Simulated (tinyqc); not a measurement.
Worked calculation: UHF in the 6-311g basis, for H-, spin multiplicity 1. The basis has no diffuse functions, so it cannot describe the extra electron: this is an exercise in the method, not the real anion. One step of it, computed by the program tinyqc.

Question. Iteration 2: DIIS coefficients. Solve [B -1; -1 0][c; lambda] = [0; -1] for the coefficients, which sum to one.

B (overlaps of the stored error matrices):
```
,1,2
1,1.0149730e-01,3.7475146e-02
2,3.7475146e-02,1.9448343e-02
```

Give: DIIS coefficients.

Answer.

DIIS coefficients: -0.3919  1.3919
